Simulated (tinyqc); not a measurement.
Yield over energy: physical sputtering: collision-cascade yield, angular dependence, faceting and resputtering in deposition. Computed by tinyqc, a small Python program. Command: `OMP_NUM_THREADS=1 python tinyqc.py 3023898 3023899 out.jsonl sputter walk`. One thread of a shared host (Intel(R) Xeon(R) Processor @ 2.30GHz), about 0.01 s of CPU time with the checks.

Ions start collision cascades; atoms that reach the surface with more than U leave. The target is amorphous or fine-grained.

Inputs (values chosen for the exercise, modelled on gallium ions on silicon):

| quantity | value | unit |
|---|---|---|
| ion Z1 | 31 | - |
| ion mass M1 | 69.7 | u |
| target Z2 | 14 | - |
| target mass M2 | 28.09 | u |
| surface binding energy U | 4.63 | eV |
| target density N | 49.9 | 1/nm^3 |
| fit factor Q | 0.68 | - |
| ion energy E | 850 | eV |
| current density J | 0.2 | mA/cm^2 |

Constants: e = 1.602176634e-19 C.

Method. gamma = 4 M1 M2/(M1 + M2)^2; threshold E_th = 6.7 U/gamma for M1 >= M2, else U (1 + 5.7 M1/M2)/gamma. eps = 0.03255 M2 E/(Z1 Z2 (M1 + M2) z), z = (Z1^(2/3) + Z2^(2/3))^(1/2), E in eV; s_n = 3.441 sqrt(eps) ln(eps + 2.718)/(1 + 6.355 sqrt(eps) + eps (6.882 sqrt(eps) - 1.708)); S_n = 84.78 Z1 Z2 M1 s_n/((M1 + M2) z) in eV angstrom^2; alpha = 0.249 (M2/M1)^0.56 + 0.0035 (M2/M1)^1.5 for M1 <= M2, else 0.0875 (M2/M1)^(-0.15) + 0.165 M2/M1; Y0 = 0.042 Q alpha S_n/U [1 - sqrt(E_th/E)]^2.5 (the electronic-loss factor of the full formula is dropped). Erosion rate = Y0 J/(e N); 1 cm^2 = 1e14 nm^2.

threshold E_th = 37.8791 eV

Normal incidence:

| E (eV) | eps | S_n (eV angstrom^2) | Y0 | Y0 per keV |
|---|---|---|---|---|
| 50 | 2.7205e-04 | 340.4 | 2.1177e-03 | 0.04235 |
| 100 | 5.4411e-04 | 463.4 | 4.3713e-02 | 0.43713 |
| 200 | 1.0882e-03 | 622.6 | 1.5355e-01 | 0.76773 |
| 300 | 1.6323e-03 | 734.4 | 2.5211e-01 | 0.84037 |
| 500 | 2.7205e-03 | 896.1 | 4.1224e-01 | 0.82448 |
| 1000 | 5.4411e-03 | 1151.9 | 6.8981e-01 | 0.68981 |
| 2000 | 1.0882e-02 | 1444.7 | 1.0264e+00 | 0.51321 |
| 5000 | 2.7205e-02 | 1867.7 | 1.5302e+00 | 0.30604 |
| 10000 | 5.4411e-02 | 2188.8 | 1.9211e+00 | 0.19211 |
| 30000 | 1.6323e-01 | 2603.6 | 2.4468e+00 | 0.08156 |
| 100000 | 5.4411e-01 | 2643.2 | 2.5888e+00 | 0.02589 |

What does the comparison show, and why?

The yield per keV peaks at 300 eV among these rows, 8 times the threshold, the most economical range for removing atoms. Y0 varies as E^4.37 between the first rows and as E^0.05 at the end, where nuclear stopping is flattening. Caution: the electronic-loss factor, dropped here, would lower the yields at the highest energies slightly.

Extremes, crossings and ranges named in words are read from the listed rows.
